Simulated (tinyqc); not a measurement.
Worked calculation: one-electron ion in a basis of Gaussians. Computed by tinyqc, a small Python program that keeps every step. Settings: Z = 5, l = 1. Command: `OMP_NUM_THREADS=1 python tinyqc.py 30832 30833 out.jsonl` (the two numbers bound the seeds that draw the settings). One thread of a shared host (Intel(R) Xeon(R) Processor @ 2.60GHz), about 0.01 s of CPU time with the checks.

## Matrices over normalised Gaussians

exponents of r^l exp(-a r^2) (1/bohr^2): [0.333800, 1.459000, 6.380000, 27.890000, 121.900000, 533.100000]

Z = 5

l = 1

With p = a_i + a_j and I(k) = Gamma((k+1)/2) / (2 p^((k+1)/2)): S = I(2l+2), T = (2l+3) a_i a_j S / p, V = -Z I(2l+1), each divided by sqrt(S_ii S_jj).

S:
$$\begin{pmatrix}
1.000000 & 0.534777 & 0.124606 & 0.021737 & 0.003519 & 0.000559 \\
0.534777 & 1.000000 & 0.534587 & 0.124587 & 0.021738 & 0.003517 \\
0.124606 & 0.534587 & 1.000000 & 0.534720 & 0.124655 & 0.021736 \\
0.021737 & 0.124587 & 0.534720 & 1.000000 & 0.534790 & 0.124597 \\
0.003519 & 0.021738 & 0.124655 & 0.534790 & 1.000000 & 0.534549 \\
0.000559 & 0.003517 & 0.021736 & 0.124597 & 0.534549 & 1.000000
\end{pmatrix}$$

T (hartree):
$$\begin{pmatrix}
0.834500 & 0.726360 & 0.197627 & 0.035850 & 0.005858 & 0.000933 \\
0.726360 & 3.647500 & 3.173976 & 0.863678 & 0.156704 & 0.025586 \\
0.197627 & 3.173976 & 15.950000 & 13.881977 & 3.778710 & 0.685168 \\
0.035850 & 0.863678 & 13.881977 & 69.725000 & 60.690766 & 16.511281 \\
0.005858 & 0.156704 & 3.778710 & 60.690766 & 304.750000 & 265.172398 \\
0.000933 & 0.025586 & 0.685168 & 16.511281 & 265.172398 & 1332.750000
\end{pmatrix}$$

V (hartree):
$$\begin{pmatrix}
-3.073208 & -2.693222 & -1.214383 & -0.434357 & -0.146349 & -0.048598 \\
-2.693222 & -6.425049 & -5.629663 & -2.538645 & -0.908115 & -0.305842 \\
-1.214383 & -5.629663 & -13.435664 & -11.773811 & -5.310328 & -1.898868 \\
-0.434357 & -2.538645 & -11.773811 & -28.091379 & -24.618321 & -11.099925 \\
-0.146349 & -0.908115 & -5.310328 & -24.618321 & -58.728736 & -51.456670 \\
-0.048598 & -0.305842 & -1.898868 & -11.099925 & -51.456670 & -122.815490
\end{pmatrix}$$

## Generalised eigenproblem

H = T + V (hartree):
$$\begin{pmatrix}
-2.238708 & -1.966861 & -1.016756 & -0.398506 & -0.140491 & -0.047665 \\
-1.966861 & -2.777549 & -2.455688 & -1.674967 & -0.751411 & -0.280256 \\
-1.016756 & -2.455688 & 2.514336 & 2.108165 & -1.531619 & -1.213700 \\
-0.398506 & -1.674967 & 2.108165 & 41.633621 & 36.072445 & 5.411356 \\
-0.140491 & -0.751411 & -1.531619 & 36.072445 & 246.021264 & 213.715728 \\
-0.047665 & -0.280256 & -1.213700 & 5.411356 & 213.715728 & 1209.934510
\end{pmatrix}$$

Solve H C = S C e through S^(-1/2); each column has its largest component positive (the first on a tie).

eigenvalues of S: [0.187329, 0.335523, 0.620388, 1.067457, 1.635265, 2.154037]

eigenvalues (hartree): [-3.102230, -1.204904, 6.896479, 58.113159, 313.795398, 1534.345812]

coefficients:
$$\begin{pmatrix}
0.348954 & 1.109576 & 0.353958 & -0.101576 & 0.035077 & -0.012794 \\
0.698098 & -0.787266 & -0.972406 & 0.330895 & -0.114130 & 0.041445 \\
0.131245 & -0.117743 & 1.212798 & -0.834172 & 0.307550 & -0.110525 \\
0.010771 & -0.010123 & -0.021721 & 1.270990 & -0.777966 & 0.289695 \\
0.001018 & -0.000797 & 0.012486 & -0.082429 & 1.277357 & -0.733723 \\
0.000060 & -0.000064 & -0.000954 & 0.013428 & -0.092190 & 1.216851
\end{pmatrix}$$

For Z = 5 and l = 1 the exact lowest level is -Z^2/(2 n^2) with n = l + 1: -3.125000 hartree.
